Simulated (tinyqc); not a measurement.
Small-signal admittance of a forward-biased p+-n diode: two steps of the calculation.

Holes injected into a neutral base of width wb with an ohmic contact at its end; low injection, p0 far above the equilibrium density. A small voltage v exp(i w t), w = 2 pi f, modulates the edge density by p0 v/Vt, and the small-signal density obeys Dp d2p/dx2 = (1/tau + i w) p.

Values chosen for this exercise; permittivity close to that of silicon: temperature T = 350 K; relative permittivity eps_r = 11.7; donor density of the base Nd = 6.9e15 cm^-3; hole diffusion coefficient Dp = 7.5 cm^2/s; hole lifetime tau = 9e-9 s; width of the neutral base wb = 6 um; excess hole density at the junction edge p0 = 3.4e14 cm^-3; acceptor density of the p+ side Na = 4e19 cm^-3; signal frequency f = 1.2e6 Hz.

Constants: q = 1.602176634e-19 C, kB = 1.380649e-23 J/K, Vt = kB T/q, eps0 = 8.8541878128e-14 F/cm where lengths are in cm. Results are converted to the units shown.

Task 1. Closed-form admittance. L = sqrt(Dp tau); direct current J = (q Dp p0/L) coth(wb/L); k = sqrt(1 + i w tau)/L; diffusion admittance Y = (q Dp p0/Vt) k coth(k wb) = G + i w C_diff; junction capacitance C_j = sqrt(q eps0 eps_r Nd/(2 Vr)) in the depletion approximation, with the remaining barrier Vr = Vt ln(Na/p0), a rough value under forward bias; base-width modulation is left out.

Find: L; J; k wb; Y; C_diff; C_j.

Result 1.

L = 2.598 um
J = 1.604 A/cm^2
k wb = 2.311+0.078i
Y = 53.20+1.64i S/cm^2
C_diff = 0.2174 uF/cm^2
C_j = 0.04033 uF/cm^2

G is 1.00 times its low-frequency value J/Vt, and C_diff is 5.39 times C_j.

Task 2. The same by finite differences. 7 equal intervals, h = wb/7; u = small-signal density over its edge value, u_0 = 1, u_7 = 0; u_(i-1) + b u_i + u_(i+1) = 0 with b = -2 - h^2 (1/tau + i w)/Dp; Y = (q Dp p0/(Vt h)) (-b/2 - u_1), which includes the half box at the edge.

Give: b; u; Y on the mesh.

Result 2.

b = -2.109-0.007i
u, node 1 to 6: [0.7131-0.0071i, 0.5039-0.0098i, 0.3496-0.0097i, 0.2335-0.0082i, 0.1428-0.0058i, 0.0677-0.0030i]
Y on the mesh = 53.94+1.71i S/cm^2

Computed by the program tinyqc: `OMP_NUM_THREADS=1 python tinyqc.py 2890156 2890157 out.jsonl`, one thread of a shared Intel Xeon 2.30GHz, about 0.01 s for the whole run.
